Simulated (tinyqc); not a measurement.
All hoppings scaled: three-band tight binding of a dichalcogenide monolayer.

Values chosen for the exercise (near a published set for monolayer MoSe2; not measured data):
```
symbol  value   unit  meaning
e1      0.913   eV    level of dz2
e2      2.056   eV    level of dxy and dx2-y2
t0      -0.185  eV    hopping
t1      0.314   eV    hopping
t2      0.456   eV    hopping
t11     0.212   eV    hopping
t12     0.291   eV    hopping
t22     0.133   eV    hopping
lam     0.09    eV    spin-orbit constant
```

The six hoppings are multiplied by f; e1, e2 and lam stay (real strain also moves e1 and e2, so this is no model of it). Closed forms: Ev(K) = e2 - (3/2)(t11 + t22) - 3 sqrt3 t12 + lam, Ec(K) = e1 - 3 t0, Ev(Gamma) = e1 + 6 t0.

Gaps (eV):
```
f     direct gap at K  Ev(K) - Ev(Gamma)  Ec(K) - top of valence band
0.85           0.9639             0.4514                       0.9639
0.90           1.0931             0.4054                       1.0931
0.94           1.1965             0.3686                       1.1965
0.97           1.2740             0.3410                       1.2740
1.00           1.3516             0.3134                       1.3516
1.03           1.4291             0.2858                       1.4291
1.06           1.5067             0.2582                       1.5067
1.10           1.6100             0.2215                       1.6100
```

What does the comparison show?

The direct gap changes by +25.8 meV for each per cent of f. The top of the valence band stays at K over the range.

tinyqc: `OMP_NUM_THREADS=1 python tinyqc.py 1480360 1480361 out.jsonl`; about 0.01 s, one thread, shared Intel(R) Xeon(R) Processor @ 2.30GHz.
